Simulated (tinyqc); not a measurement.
Comparisons within one model: alloy A(1-x)B(x) by interpolation with bowing. A value that a table varies takes the place of the one given here.

Each gap follows E(x) = (1 - x) E_A + x E_B - C x (1 - x); the lattice constant follows Vegard, a(x) = (1 - x) a_A + x a_B.

Mass at Gamma from the Kane formula 1/m = F + Ep (Eg + 2 Dso/3)/(Eg (Eg + Dso)). F is fixed by the masses of A and B and interpolated linearly, as is Ep; Eg and Dso carry their bowing.

Constants: hc = 1239.841984 eV nm.

Values chosen for the exercise (A near InAs, B near InSb; not measured data): a = (6.054, 6.484) angstrom (lattice constant of A, B); Eg = (0.421, 0.232) eV (gap at Gamma to the s-like level of A, B); EgX = (1.415, 0.626) eV (gap to the lowest valley along Gamma-X of A, B); EgL = (1.123, 0.918) eV (gap to L of A, B); C = (0.683, 0.644, 0.682) eV (bowing of the Gamma, X and L gaps); Dso = (0.389, 0.817) eV (spin-orbit splitting of A, B); Ep = (21.6, 23.2) eV (Kane energy of A, B); me = (0.0258, 0.0136) m0 (electron mass at Gamma of A, B); Cs = 1.15 eV (bowing of Dso); x = 0.4 (fraction of B).

## Gaps across the alloy

Eleven compositions.

Gaps (eV):
```
x    a (angstrom)  Gamma      X      L  lowest  wavelength (nm)
0.0        6.0540  0.421  1.415  1.123   Gamma             2945
0.1        6.0970  0.341  1.278  1.041   Gamma             3640
0.2        6.1400  0.274  1.154  0.973   Gamma             4526
0.3        6.1830  0.221  1.043  0.918   Gamma             5613
0.4        6.2260  0.181  0.945  0.877   Gamma             6832
0.5        6.2690  0.156  0.860  0.850   Gamma             7960
0.6        6.3120  0.144  0.787  0.836   Gamma             8629
0.7        6.3550  0.145  0.727  0.836   Gamma             8535
0.8        6.3980  0.161  0.681  0.850   Gamma             7724
0.9        6.4410  0.189  0.647  0.877   Gamma             6545
1.0        6.4840  0.232  0.626  0.918   Gamma             5344
```

The lowest valley is Gamma at every x. The Gamma gap has a minimum inside the range, 0.143 eV at x = (C - (E_B - E_A))/(2C) = 0.638, since the bowing exceeds the difference of the end gaps.

## Three ways to interpolate a mass

Linear in m, linear in 1/m, and the Kane formula.

Masses (m0):
```
x      Eg (eV)  linear in m  linear in 1/m    Kane  Kane m/Eg (1/eV)
0.000    0.421       0.0258         0.0258  0.0258            0.0613
0.125    0.323       0.0243         0.0232  0.0190            0.0590
0.250    0.246       0.0227         0.0211  0.0142            0.0579
0.375    0.190       0.0212         0.0193  0.0110            0.0580
0.500    0.156       0.0197         0.0178  0.0091            0.0587
0.625    0.143       0.0182         0.0165  0.0085            0.0595
0.750    0.151       0.0167         0.0154  0.0090            0.0597
0.875    0.181       0.0151         0.0145  0.0107            0.0594
1.000    0.232       0.0136         0.0136  0.0136            0.0586
```

At x = 0.5 the three give 0.0197, 0.0178 and 0.0091; judged by the largest distance, the Kane value is closer to the interpolation in 1/m (largest distances 0.0106 m0 from the rule in m, 0.0087 m0 from the rule in 1/m), and it dips below both end values, following the bowed gap, which neither rule can do. The ratio m/Eg varies by a factor of 1.06 while the gap varies by 2.95; a constant ratio is the two-band rule m = Eg/Ep at fixed Ep.

## What each parameter does

Gaps at x and the Kane mass. Each row changes one parameter from the base and keeps the others.

Results:
```
case                          Gamma (eV)  X (eV)  L (eV)  mass (m0)
base                              0.1815  0.9448  0.8773     0.0105
x = 0.44                          0.1695  0.9092  0.8648     0.0099
C = (0.783, 0.744, 0.782) eV      0.1575  0.9208  0.8533     0.0092
Eg = (0.442, 0.232) eV            0.1941  0.9448  0.8773     0.0111
EgX = (1.415, 0.595) eV           0.1815  0.9324  0.8773     0.0105
EgL = (1.067, 0.918) eV           0.1815  0.9448  0.8437     0.0105
Ep = (23.8, 25.5) eV              0.1815  0.9448  0.8773     0.0101
Cs = 1.2 eV                       0.1815  0.9448  0.8773     0.0105
```

The largest shifts from the base row, up to three for each result and ties (the steps differ in size, so this ranks the rows, not the parameters). Gamma (eV): C -0.0240, Eg +0.0126, x -0.0119; unchanged at the printed digits by EgX, EgL, Ep and Cs. X (eV): x -0.0357, C -0.0240, EgX -0.0124; unchanged at the printed digits by Eg, EgL, Ep and Cs. L (eV): EgL -0.0336, C -0.0240, x -0.0126; unchanged at the printed digits by Eg, EgX, Ep and Cs. mass (m0): C -0.0013, x -0.0007, Eg +0.0005, Ep -0.0005; unchanged at the printed digits by EgX, EgL and Cs.

(tinyqc, `OMP_NUM_THREADS=1 python tinyqc.py 1051001 1051002 out.jsonl`, Intel(R) Xeon(R) Processor @ 2.30GHz, 1 thread, shared host, about 0.01 s.)
